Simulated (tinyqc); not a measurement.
Scale length and length offset from two DIBL values.

Inverse problem. DIBL = exp(-Le/(2 l)) + 2 exp(-Le/l) with Le = L - dL. Find l, dL and the drawn length for a DIBL of 100 mV/V.

DIBL at drawn lengths 63 and 90 nm (mV/V): [79.408925, 21.261273]

Answer. With e = exp(-Le/(2 l)), 2 e^2 + e = DIBL gives e and so Le/l at each length; Le/l is a straight line in L with slope 1/l.

l = 11.00 nm
dL = 4.400 nm
length for 100 mV/V = 58.53 nm

Program tinyqc, `OMP_NUM_THREADS=1 python tinyqc.py 2002086 2002087 out.jsonl`; Intel Xeon 2.30GHz, shared host, one thread, about 0.01 s.
